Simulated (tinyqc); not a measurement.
## MESFET, gradual channel with velocity saturation: effect of the saturation velocity on saturation

A uniformly doped n-type channel, depleted from the top by a Schottky gate; at channel potential V the depleted share of a is u = sqrt((Vbi - Vg + V)/Vp), s at the source. Electrons drift with v = mu E/(1 + mu E/vsat). Abrupt depletion edge, no series resistance, source at 0.

Vbi = phiB - Vt ln(Nc/Nd); Vp = q Nd a^2/(2 eps0 eps_r); G0 = q mu Nd a W/L; Z = mu Vp/(vsat L); s = sqrt((Vbi - Vg)/Vp). I = (G0 Vp/3) F/(1 + Z (u^2 - s^2)), F = 3 (u^2 - s^2) - 2 (u^3 - s^3), with u at V = Vd; Z = 0 gives constant mobility, for which u stops at 1. The current peaks at u = um, the root of (1 - u)(1 + Z (u^2 - s^2)) = Z F/3; beyond Vdsat = Vp (um^2 - s^2) it is held at that value. gm = G0 (um - s)/(1 + Z (um^2 - s^2)).

Values chosen for this exercise; material values close to those of gallium arsenide: temperature T = 325 K; relative permittivity of the semiconductor eps_r = 13.1; conduction-band density of states at T Nc = 4.93e17 cm^-3; donor density of the channel Nd = 3.7e16 cm^-3; channel thickness a = 240 nm; low-field mobility at this doping mu = 4300 cm^2/(V s); gate length L = 0.5 um; gate width W = 300 um; Schottky barrier phiB = 0.91 V; gate voltage Vg = 0 V.

Constants: q = 1.602176634e-19 C, kB = 1.380649e-23 J/K, Vt = kB T/q, eps0 = 8.8541878128e-14 F/cm where lengths are in cm. Results are converted to the units shown.

The same in every row: Isat for Z = 0 (mA) = 27.27.

Results:
```
vsat (cm/s)      Z      um  Vdsat (V)  Isat (mA)  gm (mS)
3e6          42.20  0.8269     0.1690      2.217    4.560
4.8e6        26.37  0.8418     0.2056      3.241    6.858
7.7e6        16.44  0.8587     0.2478      4.645    10.17
1.2e7        10.55  0.8759     0.2919      6.354    14.44
2e7          6.329  0.8969     0.3465      8.804    21.02
5e7          2.532  0.9337     0.4457      14.15    37.27
```

Estimate the missing row, vsat = 3.1e7 cm/s.

Computed row:
```
vsat (cm/s)      Z      um  Vdsat (V)  Isat (mA)  gm (mS)
3.1e7        4.083  0.9149     0.3946      11.26    28.14
```

With this row back in the table: As vsat goes from 3e6 to 5e7 cm/s, Vdsat rises from 0.169 to 0.446 V, Isat rises from 2.22 to 14.2 mA and gm rises from 4.56 to 37.3 mS. Isat is 0.0813 of the constant-mobility value in the first row and 0.519 in the last.

Program tinyqc, `OMP_NUM_THREADS=1 python tinyqc.py 2500053 2500054 out.jsonl`; Intel Xeon 2.30GHz, shared host, one thread, about 0.05 s.
